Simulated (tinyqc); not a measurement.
Optical gain and spontaneous emission in a bulk direct-gap semiconductor: sweeps and comparisons. A value that a table varies takes the place of the one given here.

Parabolic bands, vertical transitions, no excitons. For each hole band j: mr = me mj/(me + mj); joint density of states J_j(E) = (mr/c)^(3/2) sqrt(E - Eg)/(2 pi^2), both spins, c = hbar^2/2m0; averaged matrix element |e.p|^2 = m0 Ep/6; alpha_j(E) = 4 pi^2 alpha_f c Ep J_j/(3 nr E) in 1/angstrom (alpha_f the fine-structure constant, listed as alpha among the constants), times 1e8 for 1/cm.

F_j(eta) = (1/Gamma(j + 1)) integral_0^infinity x^j dx/(1 + exp(x - eta)), which tends to exp(eta) for eta << 0.

Quasi-Fermi levels: n = Nc F_1/2(Fc/kT) and p = Nv F_1/2(Fv/kT), Fc counted up from the conduction edge and Fv down from the valence edge; Nc, Nv from N = 2 (m kB T/(4 pi c))^(3/2) with c = hbar^2/2m0, in 1/angstrom^3; times 1e24 for 1/cm^3, with me and (mhh^(3/2) + mlh^(3/2))^(2/3).

For band j the electron sits at Ee = (E - Eg) mr/me above its edge and the hole at Eh = (E - Eg) mr/mj; fe = 1/(1 + exp((Ee - Fc)/kT)), fh = 1/(1 + exp((Eh - Fv)/kT)); gain g = sum_j alpha_j (fe + fh - 1).

Spontaneous rate: R = integral of (nr E/(hbar c))^2/(pi^2 hbar) sum_j alpha_j fe fh dE, with alpha in 1/cm and (nr E/(hbar c))^2 in 1/cm^2 (1e16 per 1/angstrom^2); B = R/(n p); lifetime n/R.

Constants: hbar^2/2m0 = 3.80998211 eV angstrom^2; fine-structure constant alpha = 0.007297352564; kB = 8.617333262e-05 eV/K; hbar = 6.58211957e-16 eV s; hbar c = 1973.269805 eV angstrom.

Inputs chosen for the exercise (near those of InGaAs; the results hold for these values, not for the real material):
- Eg = 0.752 eV (direct gap)
- me = 0.0406 m0 (electron mass)
- mhh = 0.455 m0 (heavy-hole mass)
- mlh = 0.0543 m0 (light-hole mass)
- Ep = 23 eV (Kane energy)
- nr = 3.55 (refractive index)
- T = 200 K
- n = 5.9e+17 1/cm^3 (injected density, n = p)

## Peak gain against injection

The peak is the largest g over E; a dash marks no gain.

Gain:
```
n (1/cm^3)  Fc (eV)  Fv (eV)  peak gain (1/cm)  peak E - Eg (eV)  B (cm^3/s)
1.9e+17      0.0193  -0.0538                 -                 -    2.48e-10
3.1e+17      0.0339  -0.0452                 -                 -    2.33e-10
4.4e+17      0.0464  -0.0389                25            0.0026    2.20e-10
5.4e+17      0.0549  -0.0353               100            0.0072    2.12e-10
6.9e+17      0.0663  -0.0308               229            0.0139    2.00e-10
8.8e+17      0.0793  -0.0264               393            0.0219    1.88e-10
1.2e+18      0.0989  -0.0206               647            0.0340    1.72e-10
1.5e+18      0.1155  -0.0163               860            0.0438    1.60e-10
```

transparency density (Fc + Fv = 0) = 3.84e+17 1/cm^3

Gain starts at 3.84e+17 1/cm^3, where Fc = -Fv = 0.0413 eV: with Nv/Nc = 39 the electrons must be degenerate before the holes are. The slope of peak gain against n is 7.53e-16 cm^2 between the first two rows with gain and 7.09e-16 between the last two; the peak moves from 0.0026 to 0.0438 eV above the gap as the bands fill, and B falls by a factor 1.54. Line broadening and gap shrinkage are left out.

## Gain spectrum

At the density n.

Spectrum:
```
E - Eg (eV)  alpha, empty (1/cm)  fe, heavy  fh, heavy  g (1/cm)
0.005                       1620      0.959      0.122       127
0.010                       2275      0.947      0.119       142
0.020                       3176      0.913      0.114        77
0.030                       3840      0.860      0.109      -103
0.045                       4615      0.734      0.103      -633
0.060                       5230      0.554      0.096     -1510
0.080                       5894      0.299      0.088     -3003
0.100                       6435      0.128      0.081     -4398
0.130                       7088      0.029      0.071     -5926
0.170                       7753      0.004      0.059     -7173
0.220                       8366      0.000      0.047     -8042
```

Fc + Fv = 0.0251 eV

g is positive below E - Eg = 0.0251 eV; the largest value listed is 142 1/cm at 0.010 eV. At 0.220 eV above the gap g is -0.96 times the absorption of the empty crystal, whose limit is -1.

## Transparency density and B against temperature

Eg is held fixed; B is taken at n = 1e15 1/cm^3.

Results:
```
T (K)  transparency density (1/cm^3)  Fc/kT there  B (cm^3/s)
100                         1.36e+17        2.399    7.67e-10
150                         2.50e+17        2.399    4.21e-10
200                         3.84e+17        2.399    2.76e-10
250                         5.37e+17        2.399    1.99e-10
300                         7.06e+17        2.399    1.53e-10
350                         8.90e+17        2.399    1.22e-10
400                         1.09e+18        2.399    1.01e-10
500                         1.52e+18        2.399    7.33e-11
```

Fc/kT at transparency stays at 2.399, since it depends on Nv/Nc alone, so the density goes as T^1.50. B goes as T^-1.46, against T^-1.5 for non-degenerate carriers: hot carriers spread over k and fewer pairs share a wave vector.

## What moves transparency and gain

Transparency is Fc + Fv = 0; the peak is the largest g over E at the density n (0 if none). Each row changes one parameter from the base and keeps the others.

Results:
```
case                 transparency density (1/cm^3)  Fc + Fv (eV)  peak gain (1/cm)
base                                      3.84e+17        0.0251               142
me = 0.0467 m0                            4.42e+17        0.0161               101
mhh = 0.273 m0                            3.00e+17        0.0384               368
Ep = 25.3 eV                              3.84e+17        0.0251               157
T = 240 K                                 5.05e+17        0.0104                33
n = 7.67e+17 1/cm^3                       3.84e+17        0.0428               296
nr = 3.73                                 3.84e+17        0.0251               135
```

The largest shifts from the base row, up to three for each result and ties (the steps differ in size, so this ranks the rows, not the parameters). transparency density (1/cm^3): T +1.21e+17, mhh -8.42e+16, me +5.79e+16; unchanged at the printed digits by Ep, n and nr. Fc + Fv (eV): n +0.0177, T -0.0148, mhh +0.0133; unchanged at the printed digits by Ep and nr. peak gain (1/cm): mhh +226, n +154, T -109.

Computed by tinyqc, a small Python program: `OMP_NUM_THREADS=1 python tinyqc.py 1652622 1652623 out.jsonl` (the numbers bound the seed that draws the inputs); one thread of a shared host (Intel(R) Xeon(R) Processor @ 2.30GHz), about 0.08 s for the whole set of steps.
